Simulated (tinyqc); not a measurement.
Worked calculation: ROHF in the sto-6g basis, for BeH, spin multiplicity 2. Computed by tinyqc, a small Python program that keeps every step (integrals from PySCF). Settings: charge = 0, multiplicity = 2, basis = sto-6g, energy threshold = 1e-10, iteration cap = 56, orthogonalisation = canonical, start = random, DIIS depth = 0, method = ROHF. Command: `OMP_NUM_THREADS=1 python tinyqc.py 28987 28988 out.jsonl` (the two numbers bound the seeds that draw the settings). One thread of a shared host (Intel(R) Xeon(R) Processor @ 2.60GHz), about 0.1 s of CPU time with the checks.

Geometry (angstrom):
```
atom        x        y        z
Be    0.00000  0.00000  0.00000
H     0.00000  0.00000  2.36900
```

Stop when the energy changes by less than 1e-10 hartree and every element of the error matrix X^T (F D S - S D F) X is below 3e-06.

Course of the cycle:
```
iteration  E (hartree)     change  largest element of the error matrix
1           -7.4352176          -                             1.70e+00
2          -14.7881235  -7.35e+00                             1.82e-01
3          -14.8774311  -8.93e-02                             9.58e-02
4          -14.9147486  -3.73e-02                             7.20e-02
5          -14.9280659  -1.33e-02                             5.53e-02
6          -14.9424189  -1.44e-02                             4.90e-02
7          -14.9573044  -1.49e-02                             2.97e-02
8          -14.9691213  -1.18e-02                             2.44e-02
9          -14.9721712  -3.05e-03                             7.91e-03
10         -14.9722942  -1.23e-04                             6.23e-03
11         -14.9723310  -3.68e-05                             5.61e-03
12         -14.9723824  -5.14e-05                             4.56e-03
13         -14.9724041  -2.16e-05                             4.04e-03
14         -14.9724291  -2.51e-05                             3.32e-03
...                ...        ...                                  ...
43         -14.9724822  -2.08e-09                             3.42e-05
44         -14.9724822  -1.52e-09                             2.92e-05
45         -14.9724822  -1.11e-09                             2.49e-05
46         -14.9724822  -8.09e-10                             2.13e-05
47         -14.9724822  -5.88e-10                             1.82e-05
48         -14.9724822  -4.30e-10                             1.55e-05
49         -14.9724822  -3.13e-10                             1.32e-05
50         -14.9724822  -2.28e-10                             1.13e-05
51         -14.9724822  -1.66e-10                             9.65e-06
52         -14.9724822  -1.21e-10                             8.24e-06
53         -14.9724822  -8.82e-11                             7.03e-06
54         -14.9724822  -6.44e-11                             6.00e-06
55         -14.9724822  -4.69e-11                             5.12e-06
56         -14.9724822  -3.42e-11                             4.37e-06
```

Can the last value be used, and what does the course show?

Not by the stop rule, although the second column moves by less than 1e-07 over the last three steps. Not converged within the cap of 56 iterations: the residual falls steadily but slowly, by a factor of about 0.85 a step. Reruns (cap 100 unless said): DIIS 8: not converged; atomic densities as start, DIIS 8: converged in 12; the original settings with a cap of 400: converged in 59. PySCF ROHF in the same basis = -14.9724822 hartree.
